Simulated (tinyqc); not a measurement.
From mean free path lambda back to phonon mobility at 1 MV/cm and 300 K, mu_ph: inversion-layer mobility, back-scattering and ballistic limit of a field-effect transistor. Computed by tinyqc, a small Python program. Command: `OMP_NUM_THREADS=1 python tinyqc.py 3013532 3013533 out.jsonl mos inv`. One thread of a shared host (Intel(R) Xeon(R) Processor @ 2.30GHz), about 0.03 s of CPU time with the checks.

The charge at the top of the source barrier is fixed by the gate; series resistance and short-channel effects are left out. F_j are Fermi integrals normalised to exp(eta) in the classical limit.

Inputs (values chosen for the exercise, modelled on a germanium p-channel):
```
quantity                                     value        unit
transport mass m                               0.2         m_0
valley degeneracy g_v                            1           -
weight w of the inversion charge             0.333           -
permittivity eps                                16           -
roughness mobility at 1 MV/cm, mu_sr           350  cm^2/(V s)
Coulomb mobility at N_inv = 1e12/cm^2, mu_C    370  cm^2/(V s)
electrical oxide thickness t_inv               1.6          nm
depletion charge N_dep                       4e+11      1/cm^2
gate overdrive V_G - V_T                      0.43           V
drain voltage V_D                             0.94           V
channel length L                                40          nm
exponent a of the critical length             0.71           -
temperature T                                  200           K
```

Statistics at the top of the barrier: Fermi-Dirac.

Constants: eps_0 = 8.8541878128e-12 F/m; e = 1.602176634e-19 C; m_0 = 9.1093837015e-31 kg; k_B = 1.380649e-23 J/K; hbar = 1.054571817e-34 J s; k_B = 8.617333262e-05 eV/K.

Method:
- N_inv = 3.9 eps_0 (V_G - V_T)/(e t_inv); effective field E_eff = e (N_dep + w N_inv)/(eps eps_0).
- mu_phonon = mu_ph (E_eff/1 MV/cm)^(-0.3) (T/300 K)^(-1.75); mu_rough = mu_sr (E_eff/1 MV/cm)^(-2); mu_Coulomb = mu_C (N_inv/1e12 cm^-2) (T/300 K); Matthiessen's rule adds 1/mu.
- F_j(eta) = (1/Gamma(j + 1)) int_0^infinity x^j/(1 + exp(x - eta)) dx, F_0 = ln(1 + exp(eta)). Integrals over x = E/(k_B T) use 160 Gauss-Legendre points in u = sqrt(x) from 0 to sqrt(max(eta, 0) + 32).
- Ballistic channel: N_2D = g_v m k_B T/(pi hbar^2), U = e V_D/(k_B T); eta_F solves N_inv = (N_2D/2)[F_0(eta_F) + F_0(eta_F - U)]; v_T = sqrt(2 k_B T/(pi m)); I/W = e (N_2D/2) v_T [F_1/2(eta_F) - F_1/2(eta_F - U)]; injection velocity v_T F_1/2(eta_F)/F_0(eta_F).
- Mean free path lambda = (2 k_B T/e)(mu/v_T) F_0(eta_0)/F_-1/2(eta_0), with eta_0 from N_inv = N_2D F_0(eta_0); critical length l = L (1 + U)^(-a), an empirical rule; back-scattering r = l/(l + lambda). Then eta solves N_inv = (N_2D/2)[(1 + r) F_0(eta) + (1 - r) F_0(eta - U)] and I/W = e (N_2D/2) v_T (1 - r)[F_1/2(eta) - F_1/2(eta - U)].
- Ballistic ratio: I over the ballistic current. Apparent mobility 1/(1/mu + 1/mu_B), mu_B = mu L/lambda.

Task: A run gave the result below. Find the phonon mobility at 1 MV/cm and 300 K, mu_ph, known to lie between 160 and 420 cm^2/(V s).

mean free path lambda = 28.64625 nm

Result:

Each step takes the trial c = (a f_b - b f_a)/(f_b - f_a), f being the result less the target and a, b, c the logarithms of the listed values; c replaces end b, the old b replaces a if the sign of f changed, and otherwise f_a is halved.

Scan of the range:
```
phonon mobility at 1 MV/cm and 300 K, mu_ph (cm^2/(V s))  mean free path lambda (nm)
160                                                                          21.8160
188                                                                          24.3407
221                                                                          27.0074
259                                                                          29.7300
304                                                                          32.5553
358                                                                          35.4827
420                                                                          38.3484
```

False position (Illinois rule, in the logarithm of the input) inside the bracket:
```
step    end a    end b    trial  mean free path lambda (nm)
1     221.000  259.000  243.148                     28.6355
2     259.000  243.148  243.299                     28.6462
3     259.000  243.299  243.301                     28.6463
4     243.299  243.301  243.300                     28.6462
```

Mean free path lambda rises at every point of a 13-point scan of the range (every second point is shown), so one value fits; it is bracketed by 221 and 259. Answer: phonon mobility at 1 MV/cm and 300 K, mu_ph = 243.3 cm^2/(V s).

Caution: in a degenerate gas the layer that can return carriers is set by E_F rather than k_B T, so l is underestimated.
